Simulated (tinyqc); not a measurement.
# Nanowire ballistic transistor, top-of-the-barrier model, step by step

tinyqc, about 0.06 s, one thread, Intel Xeon 2.30GHz (shared host): `OMP_NUM_THREADS=1 python tinyqc.py 2400024 2400025 out.jsonl` Printed values are rounded.

At the top of the source barrier, states moving towards the drain are filled by the source (Fermi level 0) and states moving back by the drain (Fermi level -q Vd); nothing scatters. U is the shift of the band edge there, set by the capacitances CG, CD and CS (the total) and by the charge. Parabolic one-dimensional subbands; the source is grounded.

Values chosen for this exercise; mass and valleys close to those of gallium nitride:
```
symbol,value,unit,meaning
T,200,K,temperature
m,0.194,m0,effective mass
gv,1,,valley degeneracy
eox,16,,relative permittivity of the gate insulator
tox,2.5,nm,insulator thickness
d,8,nm,wire diameter
dE,0.08,eV,offset of a second subband (0: none)
aG,0.86,,gate control CG/CS
aD,0.035,,drain control CD/CS
E0,0.21,eV,band edge at the barrier top above the source Fermi level at zero bias
Vg,0.6,V,gate voltage
Vd,0.1,V,drain voltage
```

Constants: q = 1.602176634e-19 C, kB = 1.380649e-23 J/K, hbar = 1.054571817e-34 J s, h = 6.62607015e-34 J s, m0 = 9.1093837015e-31 kg, Vt = kB T/q, eps0 = 8.8541878128e-14 F/cm where lengths are in cm. Results are converted to the units shown.

## Density of states, capacitances and charge at zero bias

N0 = gv sqrt(2 m kB T/pi)/hbar, CG = 2 pi eps0 eox/ln(1 + 2 tox/d), CS = CG/aG, n0 = n at U = 0 and Vd = 0. eta1 = -(E0 + U)/Vt, eta2 = eta1 - Vd/Vt, n = (N0/2)[F_(-1/2)(eta1) + F_(-1/2)(eta2)], F_(-1/2)(x) = (1/sqrt(pi)) int_0^infinity u^(-1/2)/(1 + exp(u - x)) du. Each F is summed over the two subbands, F(eta) + F(eta - dE/Vt), which share the mass. UL = -(aG Vg + aD Vd).

N0 = 1.671344e6 cm^-1
CG = 18.33379 pF/cm
CS = 21.31837 pF/cm
n0 = 8.619140 cm^-1
UL = -0.5195 eV

## Iteration 1: self-consistent potential at the barrier top

U at the start (U = UL) = -0.5195 eV

eta1 = -(E0 + U)/Vt, eta2 = eta1 - Vd/Vt, n = (N0/2)[F_(-1/2)(eta1) + F_(-1/2)(eta2)], F_(-1/2)(x) = (1/sqrt(pi)) int_0^infinity u^(-1/2)/(1 + exp(u - x)) du. Each F is summed over the two subbands, F(eta) + F(eta - dE/Vt), which share the mass. U(out) = UL + q (n - n0)/CS. U(new) = U(out).

eta1 = 17.95799
eta2 = 12.15573
n = 1.326565e7 cm^-1
U(out) = -0.4198024 eV
U after iteration 1 = -0.4198024 eV

## Iteration 2: self-consistent potential at the barrier top

As before.

eta1 = 12.17328
eta2 = 6.371018
n = 9.327479e6 cm^-1
U(out) = -0.4493996 eV
U after iteration 2 = -0.4493996 eV

## Course of the iteration: self-consistent potential at the barrier top

Stop when U changes by less than 1e-9 eV, or after 90 iterations.

Course of the iteration:
```
iteration      U (eV)  |change| (eV)
1          -0.4198024         0.0997
2          -0.4493996         0.0296
3          -0.4390736         0.0103
4          -0.4424782        3.40e-3
5          -0.4413334        1.14e-3
6          -0.4417158        3.82e-4
7          -0.4415878        1.28e-4
8          -0.4416306        4.28e-5
9          -0.4416163        1.43e-5
10         -0.4416211        4.80e-6
11         -0.4416195        1.61e-6
12         -0.4416200        5.37e-7
13         -0.4416198        1.80e-7
14         -0.4416199        6.01e-8
15         -0.4416199        2.01e-8
16         -0.4416199        6.73e-9
17         -0.4416199        2.25e-9
18         -0.4416199       7.54e-10
```

Converged in 18 iterations. At the end each change is about 0.33 times the one before, with alternating sign: linear convergence.

## Current, mean velocity and share of the gate voltage

converged U = -0.4416199 eV

N0 = gv sqrt(2 m kB T/pi)/hbar, CG = 2 pi eps0 eox/ln(1 + 2 tox/d), CS = CG/aG, n0 = n at U = 0 and Vd = 0. eta1 = -(E0 + U)/Vt, eta2 = eta1 - Vd/Vt, n = (N0/2)[F_(-1/2)(eta1) + F_(-1/2)(eta2)], F_(-1/2)(x) = (1/sqrt(pi)) int_0^infinity u^(-1/2)/(1 + exp(u - x)) du. Each F is summed over the two subbands, F(eta) + F(eta - dE/Vt), which share the mass. I = gv (2 q^2/h) Vt [ln(1 + exp eta1) - ln(1 + exp eta2)], summed over both subbands. Mean velocity I/(q n). CQ = (q/Vt) dn/d(eta1); the band edge follows the gate as -dU/dVg = aG/(1 + CQ/CS).

eta1 = 13.43919
n = 1.036264e7 cm^-1
I = 15.43055 uA
mean velocity = 9.293956e6 cm/s
CQ = 7.133504 pF/cm
-dU/dVg = 0.6443792 eV/V

The carriers from the source are degenerate (eta1 = 13.4), and the mean velocity is 0.932 times vT = sqrt(2 kB T/(pi m)) = 9.97e6 cm/s. The drain fills a good part of the returning states, which lowers the mean.
